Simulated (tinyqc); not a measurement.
Photoionisation line shapes: hydrogenic impurity: series, fields, screening, photoionisation and donor-acceptor pairs. Computed by tinyqc, a small Python program. Command: `OMP_NUM_THREADS=1 python tinyqc.py 3029391 3029392 out.jsonl hydrogenic walk`. One thread of a shared host (Intel(R) Xeon(R) Processor @ 2.30GHz), about 0.01 s of CPU time with the checks.

One isotropic, parabolic band. Effective units: Ry* and a*, in which H = -nabla^2 - 2/r.

Inputs (values chosen for the exercise, modelled on ZnSe): electron mass m = 0.151 m_0; dielectric constant eps = 9.28; depth of a short-range centre E_i = 270 meV.

Parts treated: magnetic field and photoionisation.

Constants: Ry = 13.605693123 eV; a_0 = 0.529177210903 angstrom; h x 1 THz = 4.135667696 meV.

Method. Ry* = Ry m/eps^2, a* = a_0 eps/m; level n is bound by Ry*/n^2; <r> = (3/2) a* in 1s; lines 1s -> np at Ry* (1 - 1/n^2); 1 THz = 4.135667696 meV. With x = h nu/E above threshold, normalised to their maxima: hydrogenic 1s: x^-4 exp(4 - 4 atan(k)/k)/(1 - exp(-2 pi/k)), k = sqrt(x - 1), which is 1 at threshold; delta-function centre (Lucovsky): 8 (x - 1)^(3/2)/x^3, which is 1 at x = 2. Energies use E = Ry* and E = E_i; band-to-band absorption, which hides both above the gap, is left out.

Ry* = 23.8562 meV

Relative cross-sections:
```
x     h nu, hydrogenic (meV)  hydrogenic  h nu, short-range centre (meV)  Lucovsky
1.05                   25.05  8.7772e-01                           283.5    0.0773
1.20                   28.63  6.1222e-01                           324.0    0.4141
1.50                   35.78  3.3174e-01                           405.0    0.8381
2                      47.71  1.4774e-01                           540.0    1.0000
2.50                   59.64  7.7836e-02                           675.0    0.9406
3.50                   83.50  2.9036e-02                           945.0    0.7376
5                     119.28  9.9730e-03                          1350.0    0.5120
8                     190.85  2.3612e-03                          2160.0    0.2894
```

What follows from these numbers?

The Coulomb tail makes the hydrogenic cross-section largest at threshold, 23.86 meV; the short-range (neutral) centre starts from zero and peaks at twice its depth, 540.0 meV.

Extremes, crossings and ranges named in words are read from the listed rows.
